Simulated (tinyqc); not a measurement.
Pariser-Parr-Pople SCF with singles CI, for the molecule C=Cc1ccoc1 (SMILES; centres numbered as the heavy atoms are written), step by step. One step of it, computed by the program tinyqc.

Question. Iteration 1: orbitals and new P. Diagonalise F (the basis is taken as orthonormal) and form P = 2 sum c c over the lowest orbitals.

F (eV), order 1C, 2C, 3C, 4C, 5C, 6O, 7C:
```
[[-5.440298, -4.873442, 0.255004, 0.329582, -0.185816, -0.232482, 0.405239],
 [-4.873442, -5.237715, -3.629334, -0.040735, 0.115081, 0.127280, -0.038061],
 [0.255004, -3.629334, -5.778355, -4.033415, 0.412581, 0.511370, -4.068449],
 [0.329582, -0.040735, -4.033415, -5.882873, -4.300524, 0.533647, 0.500344],
 [-0.185816, 0.115081, 0.412581, -4.300524, -7.572092, -4.326354, 0.452575],
 [-0.232482, 0.127280, 0.511370, 0.533647, -4.326354, -18.287030, -4.478530],
 [0.405239, -0.038061, -4.068449, 0.500344, 0.452575, -4.478530, -7.482957]]
```

pi electrons, sum of z_r less the charge = 8

Give: orbital energies; P after iteration 1.

Answer.

orbital energies (eV): [-21.1286, -12.8115, -10.8455, -9.5013, -2.6377, -0.7706, 2.0139]

P after iteration 1, order 1C, 2C, 3C, 4C, 5C, 6O, 7C:
```
[[1.0304, 0.9258, -0.0261, -0.1793, 0.0232, 0.1112, -0.3103],
 [0.9258, 0.9888, 0.3743, 0.0127, -0.0474, -0.0138, 0.0100],
 [-0.0261, 0.3743, 1.0250, 0.5374, -0.0464, -0.2010, 0.7261],
 [-0.1793, 0.0127, 0.5374, 1.0144, 0.7942, -0.2131, -0.0505],
 [0.0232, -0.0474, -0.0464, 0.7942, 1.1006, 0.3951, -0.4450],
 [0.1112, -0.0138, -0.2010, -0.2131, 0.3951, 1.7592, 0.4112],
 [-0.3103, 0.0100, 0.7261, -0.0505, -0.4450, 0.4112, 1.0815]]
```
